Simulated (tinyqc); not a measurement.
Resistance of a tapered via with liner, size effect and interface: one step of the calculation.

A round via whose diameter grows from db at the bottom as D(z) = db + 2 z/tan(ang). The fill, of diameter D - 2 tl, starts above the bottom liner (thickness fb tl) and has rho = rho0 (1 + ks lam/(D - 2 tl)); the sidewall liner conducts in parallel with it. The bottom liner and the interface are crossed over the full area pi db^2/4. Spreading in the lines above and below is left out.

Problem. Total resistance. R_fill = sum of the slices; R_bottom = rl fb tl/(pi db^2/4); R_interface = ri/(pi db^2/4); ballistic (Sharvin) limit 1/(Sb pi (db - 2 tl)^2/4); ideal cylinder rho0 hv/(pi db^2/4).

Parameters, values chosen for the exercise; fill metal close to molybdenum: diameter at the bottom db = 27 nm; height hv = 62 nm; bulk resistivity of the fill rho0 = 5.18 uohm cm; liner on the sidewall tl = 0.1 nm; liner at the bottom over that on the sidewall fb = 0.5; resistivity of the liner rl = 340 uohm cm; interface resistivity at the bottom ri = 3.9e-12 ohm cm^2; ballistic conductance per area, about 3/(4 rho0 lam) Sb = 1.3e15 S/m^2.

slice resistance, slice 0 to 7 (ohm): 0.89827693  0.85964466  0.82342934  0.78943494  0.75748482  0.72741941  0.69909438  0.67237882

Find: parts; R; shares; ballistic limit; ideal cylinder.

Solution.

parts (ohm): fill 6.2272, bottom liner 0.29691, interface 0.68116
R = 7.2052 ohm
shares (%): fill 86.426, bottom liner 4.121, interface 9.454
ballistic limit = 1.3636 ohm
ideal cylinder = 5.6092 ohm

The fill is the largest part, and R is 1.28 times the ideal cylinder. With 2000 slices R = 7.2059 ohm.

Computed by the program tinyqc: `OMP_NUM_THREADS=1 python tinyqc.py 2750191 2750192 out.jsonl`, one thread of a shared Intel Xeon 2.30GHz, about 0.03 s for the whole run.
